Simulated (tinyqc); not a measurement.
What each parameter does: zigzag graphene nanoribbon in tight binding.

A zigzag ribbon of N chains, sites A1, B1, A2, ..., BN across it. For each k it is a chain with bonds -2t cos(k/2) (A_n to B_n) and -t (B_n to A_(n+1)), and +D, -D on A and B. A1 and BN are the edge sites; the Dirac points project to k = 2 pi/3.

Parameters, chosen for this exercise (near those used for graphene; shifted at random, so the results belong to these values and not to a real crystal): t = 2.96 eV (hopping); N = 4 (zigzag chains); D = 0 eV (sublattice potential, +D on A and -D on B); k = 1.86 (k times the period sqrt3 acc).

The two lowest positive levels at k and the weight on the two edge sites per state of the middle pair.

Results for these values:
```
case  lowest (eV)  next (eV)  edge weight
base       1.5103     3.3782       0.3652
```

What happens to each result for D = 0.1 eV, all else kept?

Answer: lowest rises from 1.5103 to 1.5136; next rises from 3.3782 to 3.3797; edge weight does not change at the printed digits.

The same for each parameter in turn:
```
case          lowest (eV)  next (eV)  edge weight
base               1.5103     3.3782       0.3652
t = 3.108 eV       1.5858     3.5471       0.3652
N = 5              1.3155     2.8471       0.2829
D = 0.1 eV         1.5136     3.3797       0.3652
k = 1.76           1.7139     3.5606       0.3454
```

Computed by tinyqc, a small Python program: `OMP_NUM_THREADS=1 python tinyqc.py 1451999 1452000 out.jsonl` (the numbers bound the seed that draws the inputs); one thread of a shared host (Intel(R) Xeon(R) Processor @ 2.30GHz), about 0.01 s for the whole set of steps.
